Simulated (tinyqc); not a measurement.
# Small-signal admittance of a forward-biased p+-n diode, step by step

Program tinyqc, `OMP_NUM_THREADS=1 python tinyqc.py 2890149 2890150 out.jsonl`; Intel Xeon 2.30GHz, shared host, one thread, about 0.01 s. Printed values are rounded.

Holes injected into a neutral base of width wb with an ohmic contact at its end; low injection, p0 far above the equilibrium density. A small voltage v exp(i w t), w = 2 pi f, modulates the edge density by p0 v/Vt, and the small-signal density obeys Dp d2p/dx2 = (1/tau + i w) p.

Inputs (values chosen for the exercise); permittivity close to that of gallium arsenide:

| symbol | value | unit | meaning |
|---|---|---|---|
| T | 275 | K | temperature |
| eps_r | 12.9 |  | relative permittivity |
| Nd | 2e16 | cm^-3 | donor density of the base |
| Dp | 4.9 | cm^2/s | hole diffusion coefficient |
| tau | 2e-7 | s | hole lifetime |
| wb | 12 | um | width of the neutral base |
| p0 | 2.4e12 | cm^-3 | excess hole density at the junction edge |
| Na | 1e19 | cm^-3 | acceptor density of the p+ side |
| f | 3e6 | Hz | signal frequency |

Constants: q = 1.602176634e-19 C, kB = 1.380649e-23 J/K, Vt = kB T/q, eps0 = 8.8541878128e-14 F/cm where lengths are in cm. Results are converted to the units shown.

## Closed-form admittance

L = sqrt(Dp tau); direct current J = (q Dp p0/L) coth(wb/L); k = sqrt(1 + i w tau)/L; diffusion admittance Y = (q Dp p0/Vt) k coth(k wb) = G + i w C_diff; junction capacitance C_j = sqrt(q eps0 eps_r Nd/(2 Vr)) in the depletion approximation, with the remaining barrier Vr = Vt ln(Na/p0), a rough value under forward bias; base-width modulation is left out.

L = 9.89949 um
J = 0.00227304 A/cm^2
k wb = 1.89742+1.45973i
Y = 0.121232+0.091369i S/cm^2
C_diff = 0.00484725 uF/cm^2
C_j = 0.0711773 uF/cm^2

G is 1.26 times its low-frequency value J/Vt, and C_diff is 0.0681 times C_j.

## The same by finite differences

8 equal intervals, h = wb/8; u = small-signal density over its edge value, u_0 = 1, u_8 = 0; u_(i-1) + b u_i + u_(i+1) = 0 with b = -2 - h^2 (1/tau + i w)/Dp; Y = (q Dp p0/(Vt h)) (-b/2 - u_1), which includes the half box at the edge.

b = -2.02296-0.08655i
u, node 1 to 7: [0.783734-0.132003i, 0.596888-0.199201i, 0.440987-0.219309i, 0.314193-0.206283i, 0.212467-0.170799i, 0.130403-0.120846i, 0.061792-0.062381i]
Y on the mesh = 0.120718+0.092908i S/cm^2

Against the closed form the real part is 0.42 % below it and the imaginary part 1.7 % above it; |k h| = 0.30.
